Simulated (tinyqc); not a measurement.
# Lossy interposer transmission line with skin effect: two studies

A uniform line in a homogeneous dielectric: c = sqrt(er)/(c0 Z0), l = Z0 sqrt(er)/c0 (c0 = 299792458 m/s), g = w c td, w = 2 pi f. The resistance joins its limits as r = sqrt(r_dc^2 + r_hf^2), with r_dc = rho/(wd th), r_hf = kr rho/(2 delta (wd + th)), delta = sqrt(rho/(pi f mu0)), mu0 = 4 pi 1e-7 H/m; this is an interpolation, and internal inductance, up to 0.05 nH/mm at low frequency, is neglected.

Inputs (values chosen for the exercise):
```
symbol,value,unit,meaning
wd,2.7,um,width of the strip
th,0.79,um,thickness of the strip
rho,2.9,uohm cm,resistivity
er,3.5,,relative permittivity
td,0.002,,loss tangent
Z0,75,ohm,lossless impedance sqrt(l/c)
kr,1.2,,factor for crowding and the return path
len,2.3,mm,length
Rg,50,ohm,source resistance
RL,1000,ohm,load resistance
CL,0,fF,load capacitance
f,0.77,GHz,frequency
```

Each table varies one quantity; the others keep the values above.

## Line properties against frequency

gamma = sqrt((r + i w l)(g + i w c)) = alpha + i beta, Zc = sqrt((r + i w l)/(g + i w c)), roots with positive real part; loss 8.685889638 alpha in dB; phase velocity w/beta. ZL = 1/(1/RL + i w CL); reflection (ZL - Zc)/(ZL + Zc); Zin = Zc (ZL + Zc tanh(gamma len))/(Zc + ZL tanh(gamma len)); H = V_load/V_source = [Zin/(Zin + Rg)]/[cosh(gamma len) + (Zc/ZL) sinh(gamma len)].

Line properties against frequency:
```
f (GHz)  r (ohm/mm)  r/(w l)  loss (dB/mm)  |Zc| (ohm)  phase velocity over c0  length in wavelengths  |H| (dB)
0.01         13.597   462.37      0.051779      1612.7                0.035152              0.0021825  -0.67872
0.03         13.600   154.15      0.089499      931.20                0.060748              0.0037888  -0.67879
0.09         13.607   51.412       0.15406      537.82                 0.10451              0.0066069  -0.67892
0.3          13.633   15.453       0.27526      295.14                 0.18635               0.012351  -0.67882
0.8          13.695   5.8213       0.42725      182.28                 0.28788               0.021320  -0.67487
2            13.843   2.3536       0.60194      119.93                 0.40106               0.038258  -0.64474
7            14.441  0.70151       0.79593      82.892                 0.50733                0.10586  -0.27009
20           15.891  0.27019       0.91892      76.333                 0.52986                0.28958  -0.36595
60           19.695  0.11162        1.1591      75.232                 0.53372                0.86247   -1.7066
```

Read the table: what changes, and by how much?

r equals w l at 4.82 GHz: below it |Zc| and the delay grow as in an RC line, above it |Zc| tends to Z0 = 75 ohm and the velocity to 1/sqrt(er) = 0.535 c0. The loss goes as f^(0.50) between the first two rows and f^(0.21) between the last two. |H| is -0.679 dB in the first row and -1.71 dB in the last; between rows it can pass through resonances that the table doesn't show.

## Effect of the length

Same model as above.

The same in every row: r (ohm/mm) = 13.69; r/(w l) = 6.046; loss (dB/mm) = 0.4204; |Zc| (ohm) = 185.7; phase velocity over c0 = 0.2834.

Result of one run:
```
len (mm)  length in wavelengths  |H| (dB)
1.2                     0.01088   -0.5568
```

What becomes of these results when the length len is changed from 1.2 to 0.4 mm, all else the same?

Result of the changed run:
```
len (mm)  length in wavelengths  |H| (dB)
0.4                    0.003626   -0.4688
```

The whole series:
```
len (mm)  length in wavelengths  |H| (dB)
0.23                   0.002085   -0.4498
0.4                    0.003626   -0.4688
0.7                    0.006345   -0.5021
1.2                     0.01088   -0.5568
2.2                     0.01994   -0.6645
3.8                     0.03444   -0.8375
6.6                     0.05982    -1.174
12                       0.1088    -2.160
```

As len goes from 0.23 to 12, the loss stays at 0.420 dB/mm, |Zc| stays at 186 ohm and |H| goes from -0.450 to -2.16 dB, with its highest value among the rows, -0.450 dB, at len = 0.23.

Numbers from tinyqc (`OMP_NUM_THREADS=1 python tinyqc.py 2810195 2810196 out.jsonl`; about 0.01 s on one thread of a shared Intel Xeon 2.30GHz).
